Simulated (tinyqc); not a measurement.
## Gate work function from the charge

Inverse problem. For an undoped double gate, Q = 8 eps0 eps_r Vt beta tan(beta)/ts with 0 < beta < pi/2, and at the source (Vg - dphi)/(2 Vt) - ln[(2/ts) sqrt(2 eps0 eps_r Vt/(q ni))] = ln(beta) - ln(cos beta) + 2 r beta tan(beta), r = eps_r tox/(eox ts). Find beta and dphi.

Values chosen for this exercise; material values those of a made-up semiconductor: temperature T = 300 K; relative permittivity of the semiconductor eps_r = 13.4; relative permittivity of the gate insulator eox = 7.48; insulator thickness tox = 1.9 nm; body thickness ts = 15 nm; gate voltage Vg = 0.98 V.

Constants: q = 1.602176634e-19 C, kB = 1.380649e-23 J/K, Vt = kB T/q, eps0 = 8.8541878128e-14 F/cm where lengths are in cm. Results are converted to the units shown.

Qs = 3312.1062 nC/cm^2
ni = 1.9320469e10 cm^-3

Solution. beta tan(beta) rises from 0 without bound on the interval, so the charge fixes beta; the second relation is then explicit in dphi. At this charge the surface density passes 0.3 Nc, so the classical Boltzmann model is only formal.

beta = 1.497
dphi = -0.1000 V

Computed by the program tinyqc: `OMP_NUM_THREADS=1 python tinyqc.py 2440124 2440125 out.jsonl`, one thread of a shared Intel Xeon 2.30GHz, about 0.01 s for the whole run.
